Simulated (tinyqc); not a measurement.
From results back to parameters: thresholds of impact ionisation and Auger recombination from band masses. Three cases, with inputs chosen for the exercise.

Problem. For parabolic bands the thresholds of impact ionisation are Eg (1 + 2 mu)/(1 + mu) for electrons and Eg (2 + mu)/(1 + mu) for heavy holes, mu = me/mh. Both are given.

Find: Eg; mu.

Method. The sum is 3 Eg; mu = (E_e - Eg)/(2 Eg - E_e).

Case 1.

thresholds for electrons and holes (eV): 0.914386  1.587614

Solution.

Eg = 0.834 eV
mu = 0.1067

Case 2.

thresholds for electrons and holes (eV): 0.248234  0.471766

Solution.

Eg = 0.240 eV
mu = 0.0355

Case 3.

thresholds for electrons and holes (eV): 0.869055  1.518945

Solution.

Eg = 0.796 eV
mu = 0.1011

Computed by tinyqc, one run a case: `OMP_NUM_THREADS=1 python tinyqc.py N N+1 out.jsonl` with N = 1881192, 1881261, 1881270; one thread of a shared Intel(R) Xeon(R) Processor @ 2.30GHz, about 0.01 s a run at most.
